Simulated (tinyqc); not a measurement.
# Gate sheet resistance from two finger widths

Inverse problem. At low frequency R = Rsh Wf/(3 L) + B/Wf, where B collects the channel and vertical terms. Find Rsh, B and the width of lowest R.

Parameters, values chosen for the exercise:
```
symbol  value  unit         meaning
L         1.1    um  channel length
```

input resistance of single fingers, contacted at one end, of width 1.2 and 11 um (ohm): 142.78788  101.21212

Solution. R Wf is a straight line in Wf^2; the minimum of R lies where both terms are equal.

Rsh = 26.00 ohm/square
B = 160.0 ohm um
width of lowest R = 4.506 um

Numbers from tinyqc (`OMP_NUM_THREADS=1 python tinyqc.py 2262027 2262028 out.jsonl`; about 0.01 s on one thread of a shared Intel Xeon 2.30GHz).
